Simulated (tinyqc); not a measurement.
Worked calculation: three-phonon processes in a diatomic chain: dispersion, energy and momentum conservation, and decay channels of optical phonons. Computed by tinyqc, a small Python program that keeps every step. Command: `OMP_NUM_THREADS=1 python tinyqc.py 3120983 3120984 out.jsonl threeph walk`. One thread of a shared host (Intel(R) Xeon(R) Processor @ 2.30GHz), about 0.05 s of CPU time with the checks. Intermediate numbers are printed to about 6 digits and carried at full precision; extremes and crossings named in words are read from the listed rows.

Cell length a, two atoms, one spring constant. x = q a/pi runs from -1 to 1; A and O are the acoustic and optical branches. Matrix elements are not computed: only conservation laws and occupation factors are followed.

Inputs (values chosen for the exercise, for a model chain): light mass m = 31 u; heavy mass M = 44.6 u; spring constant k = 4.5 eV/angstrom^2; temperature T = 50 K; wave number of the decaying phonon q a/pi = 0.8; zero-temperature width Gamma_0 = 1.7 1/cm.

Constants: nu for 1 eV/(angstrom^2 u) = 15.6333042 THz; h x 1 THz = 4.135667696 meV; k_B = 8.617333262e-05 eV/K; c = 299792458 m/s.

## Band edges

omega^2 = k (1/m + 1/M) -/+ k sqrt((1/m + 1/M)^2 - 4 sin^2(pi x/2)/(m M)); nu = 15.6333042 THz x sqrt(omega^2) for eV/(angstrom^2 u). Acoustic top sqrt(2 k/M), optical bottom sqrt(2 k/m), optical top sqrt(2 k (1/m + 1/M)).

acoustic top = 7.02271 THz

optical bottom = 8.42347 THz

optical top = 10.9669 THz

optical top over twice the acoustic top = 0.780818

optical bottom over twice the acoustic top = 0.599731

optical width over acoustic top = 0.362175

The zone-centre optical phonon can decay into two acoustic ones: this needs M/m <= 3.

## Dispersion

The formulas are those given above.

Branches:
```
x     nu_A (THz)  nu_O (THz)
0.10     0.84633     10.9342
0.20     1.68691     10.8364
0.35     2.92423     10.5699
0.50     4.11473     10.1657
0.65     5.23349      9.6376
0.80     6.23661      9.0210
0.90     6.77499      8.6240
1.00     7.02271      8.4235
```

## Decay of the zone-centre phonon

O(0) -> A(x) + A(-x) needs nu_A(x) = nu_O(0)/2, which gives sin^2(pi x/2) = (3/16)(m + M)^2/(m M). Full width at half maximum Gamma = Gamma_0 (1 + 2 n), n = 1/(exp(h nu_A/(k_B T)) - 1); lifetime = 1/(2 pi c Gamma).

x of the products = 0.685436

their frequency = 5.48346 THz

occupation n = 0.00520519

width Gamma = 1.71770 1/cm

lifetime = 3.09067 ps

## All channels at the given wave number

Processes for O(x): decay O -> A + A and O -> O + A with x = x' + x'' (mod 2), and absorption O + A -> O with x + x' = x'' (mod 2). Roots of the energy mismatch in x' are bracketed on 4001 points from -1 to 1 and refined. A process is umklapp (U) if the sum of wave numbers leaves (-1, 1]. Weight = occupation factor/|d mismatch/dx'|, the factor being 1 + n' + n'' for decay and n' - n'' for absorption. Pairs that differ only by exchanging two acoustic products count once, and the trivial root x' = 0 is left out.

nu_O(x) = 9.02098 THz

Channels:
```
process            x'        x''  nu' (THz)  nu'' (THz)  type  weight (1/THz)
O -> A + A  -0.956318  -0.243682    6.97016     2.05082     U        0.194997
```

1 channel(s) are open, 1 of them umklapp.

## Phase space against the mass ratio

Total weight summed over channels and averaged over x = 0.05, 0.15, ..., 0.95, with m and k fixed; share of those x with an open channel.

Optical phonons:
```
M/m  weight, A + A (1/THz)  weight, with O (1/THz)  share open
1.1               0.103033                       0         1.0
1.5               0.277420                       0         1.0
2.0               0.173516                       0         0.8
2.5               0.103628                       0         0.5
2.9               0.080682                       0         0.2
3.3               0.000000                       0         0.0
3.7               0.000000                       0         0.0
4.2               0.000000                       0         0.0
6.0               0.000000                       0         0.0
```

The A + A channel closes between M/m = 2.9 and 3.3 on this grid: energy conservation alone would allow it up to M/m = 4, where the optical bottom passes twice the acoustic top, but momentum must be conserved too. No channel with a second optical phonon opens at any ratio. A large gap that shuts such channels is one reason why crystals with very unequal masses can conduct heat well.

Checks made by the program: band edges against the dispersion (relative difference below 1e-10); frequency of the products (relative difference below 1e-10).
